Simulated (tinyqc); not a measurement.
Rapid thermal processing of a wafer: radiative balance, ramp and cooling, pattern effects, pyrometer error and spike budget: one step, computed by the program tinyqc.

The wafer is opaque and uniform through its thickness unless said otherwise; temperatures in formulas are in kelvin (C + 273.15). sigma = 5.670374419e-12 W/(cm^2 K^4).

Problem. Power to hold and to ramp. Effective emissivity between parallel grey plates: eps_eff = 1/(1/eps + 1/(1 - r) - 1). Loss per area q(T) = 2 eps_eff sigma (T^4 - T_w^4) + h (T - T_w). Absorbed power during a ramp = q(T) + C d x ramp rate; thermal time constant tau = C d/(dq/dT), dq/dT = 8 eps_eff sigma T^3 + h; natural cooling rate q/(C d); front-to-back difference under one-sided heating at the end of the ramp = (absorbed power) d/(2 k).

Inputs (values chosen for the exercise, modelled on a hot silicon wafer):
```
quantity                                              value         unit
wafer thickness d                                       625   micrometre
heat capacity per volume C                             2.05   J/(cm^3 K)
thermal conductivity k                                 0.26     W/(cm K)
emissivity eps of each face                            0.69            -
reflectivity of the chamber walls r                     0.1            -
gas heat-transfer coefficient h, both faces together   0.79  mW/(cm^2 K)
wall temperature T_w                                    350            K
process temperature                                     933            C
ramp rate                                                22          K/s
```

Give: eps_eff; holding power q; power at the end of the ramp; dq/dT; time constant tau; natural cooling rate; front-to-back difference.

Solution.

eps_eff = 0.6409

holding power q = 15.95 W/cm^2

power at the end of the ramp = 18.77 W/cm^2

dq/dT = 51.80 mW/(cm^2 K)

time constant tau = 2.473 s

natural cooling rate = 124.5 K/s

front-to-back difference = 2.256 K

Radiation carries 96 % of the loss. The ramp needs 1.2 times the holding power.
